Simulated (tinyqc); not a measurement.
Deformation-potential model of the L valleys of a conduction band, step by step. Values are carried at full precision from step to step, so a last printed digit may differ when a step is redone from the rounded ones.

s11 = (C11 + C12)/((C11 - C12)(C11 + 2 C12)), s12 = -C12/((C11 - C12)(C11 + 2 C12)), s44 = 1/C44; exx = s11 sxx + s12 (syy + szz) and cyclic, exy = s44 sxy/2; tension is positive. A uniaxial stress X along the unit vector n is s_ij = X n_i n_j.

Constants: kB = 8.617333262e-05 eV/K; hbar^2/2m0 = 3.80998211 eV angstrom^2.

Inputs chosen for the exercise (near those of Ge; shifted at random, so the results belong to these values and not to a real crystal): C11 = 129.2 GPa; C12 = 48.2 GPa; C44 = 66.2 GPa; load = uniaxial [110] (kind of stress); X = -0.47 GPa (stress); Xd = -6.86 eV (dilation potential); Xu = 16.85 eV (uniaxial potential); T = 300 K (temperature); ml = 1.637 m0 (longitudinal mass); mt = 0.084 m0 (transverse mass).

## Strain from a uniaxial [110] stress

Form the compliances and the strain.

s11, s12, s44 (1/TPa): 9.7080  -2.6377  15.1057

strain tensor:
```
           x          y         z
x  -0.001662  -0.001775  0.000000
y  -0.001775  -0.001662  0.000000
z   0.000000   0.000000  0.001240
```

## Valley shifts

Valleys with axes along [111], [1-1-1], [-11-1] and [-1-11], one whole valley each. Herring-Vogt shift of a valley with unit axis a: dE = Xd tr(e) + Xu a.e.a. Non-degenerate shares n_i = exp(-dE_i/kT)/sum_j exp(-dE_j/kT). Inverse mass tensor of a valley: (1 - a a)/mt + a a/ml; the masses are taken as independent of strain.

Apply the Herring-Vogt formula to each valley.

Xd tr(e) = 14.29 meV

a.e.a: [111] -0.001878, [1-1-1] 0.000489, [-11-1] 0.000489, [-1-11] -0.001878

shifts dE (meV): [111] -17.35, [1-1-1] 22.53, [-11-1] 22.53, [-1-11] -17.35

The lowest valleys are [111] and [-1-11], 39.9 meV below the highest; the mean shift over all valleys is (Xd + Xu/3) tr(e) = 2.59 meV.

## Shares of the electrons

Boltzmann factors of the shifts.

kT = 25.852 meV

shares: [111] 0.4119, [1-1-1] 0.0881, [-11-1] 0.0881, [-1-11] 0.4119

effective number of valley axes, 1/(largest share) = 2.428

## Conductivity mass tensor

With one scattering time for all valleys the conductivity goes as M = sum_i n_i (inverse mass tensor of valley i); along the unit vector u, 1/m_c = u.M.u. Without stress 1/m_c = (1/ml + 2/mt)/3. Take u along [111].

M (1/m0):
```
        x       y      z
x   8.140  -2.438  0.000
y  -2.438   8.140  0.000
z   0.000   0.000  8.140
```

m_c along [111] = 0.1535 m0
m_c without stress = 0.1228 m0

The repopulation alone changes the mobility along [111] by -20.0 %; with all electrons in the valleys lightest or heaviest along this direction it would change by +31 or -92 %.

## Effective density of states

Each of the 4 whole valleys has m_d = (ml mt^2)^(1/3) and N = 2 (m_d kT/(4 pi c))^(3/2), c = hbar^2/2m0. Counted from the lowest edge, Nc = N x sum_i exp(-(dE_i - dE_min)/kT). 1 angstrom^-3 = 1e24 cm^-3.

m_d = 0.2260 m0
N of one valley = 2.697e+18 cm^-3
Nc under stress = 6.547e+18 cm^-3
Nc without stress = 1.079e+19 cm^-3

## Piezoresistance from repopulation

For small stress d(rho)/rho = pi X. For valleys on the <111> axes pi11 = pi12 = 0 and pi44 = -Xu s44/(3 kT) x (K - 1)/(2K + 1), K = ml/mt. For stress along [110]: pi_l = (pi11 + pi12 + pi44)/2 with the current along it and pi_t = (pi11 + pi12 - pi44)/2 with the current along [1-10]. 1/GPa = 100 x 1e-11/Pa.

K = 19.488

pi11, pi12, pi44 (1e-11/Pa): 0.0  0.0  -151.8

pi_l, pi_t for [110] (1e-11/Pa): -75.9  75.9

Only the transfer between valleys is counted; changes of mass and of intervalley scattering add to it in a real crystal.

## Checks

- Conductivity mass at zero stress against 3/(1/ml + 2/mt): both 0.1228481.
- Piezoresistance coefficients by finite differences against the closed form: largest difference 4.9e-09.

Program tinyqc; command `OMP_NUM_THREADS=1 python tinyqc.py 1081472 1081473 out.jsonl`; about 0.05 s on one thread of a shared Intel(R) Xeon(R) Processor @ 2.30GHz.
